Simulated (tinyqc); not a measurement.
## Ballistic conductance of a hard-wall wire of rectangular section by counting modes: thermal smearing

Subband edges E_(a,b) = (C pi^2/m) [(a/W)^2 + (b/Hh)^2], a, b = 1, 2, ...; C = hbar^2/(2 m0). Every mode transmits fully; spin gives the factor 2 in 2 q^2/h, valleys the factor gv.

G = (2 q^2/h) gv M; at zero temperature M counts the edges below Ef, at T it is the sum of degeneracy times f. The smooth (Sharvin) count is kF^2 A/(4 pi), kF = sqrt(m Ef/C), A = W Hh, perimeter p = 2 (W + Hh), and with the boundary term kF^2 A/(4 pi) - kF p/(4 pi). f = 1/(1 + exp((E_n - Ef)/Vt)).

Inputs (values chosen for the exercise): mass m = 0.25 m0; valleys gv = 1; Fermi energy above the bulk band edge Ef = 0.102 eV; width W = 8.9 nm; height Hh = 8.8 nm.

Constants: q = 1.602176634e-19 C, kB = 1.380649e-23 J/K, hbar = 1.054571817e-34 J s, h = 6.62607015e-34 J s, m0 = 9.1093837015e-31 kg, Vt = kB T/q, hbar^2/(2 m0) = 0.0380998212 eV nm^2. Results are converted to the units shown.

Result of one run:
```
T (K),kB T (meV),M at T,G (uS)
150,12.926,2.2395,173.52
```

What becomes of these results when the temperature T is changed from 150 to 220 K, all else the same?

Result of the changed run:
```
T (K),kB T (meV),M at T,G (uS)
220,18.958,2.2020,170.61
```

The whole series:
```
T (K),kB T (meV),M at T,G (uS)
2,0.17235,3.0000,232.44
10,0.86173,2.9975,232.25
30,2.5852,2.8150,218.11
77,6.6353,2.4213,187.60
150,12.926,2.2395,173.52
220,18.958,2.2020,170.61
300,25.852,2.2224,172.19
400,34.469,2.3010,178.28
```

M at T goes from 3.00 through a minimum of 2.20 (at T = 220 K among the rows listed) to 2.30; the integer count is 3. The edge nearest to Ef lies 5.32 meV from it, and M stays within 0.01 of the integer up to 10 K among the rows.

Numbers from tinyqc (`OMP_NUM_THREADS=1 python tinyqc.py 2740121 2740122 out.jsonl`; about 0.5 s on one thread of a shared Intel Xeon 2.30GHz).
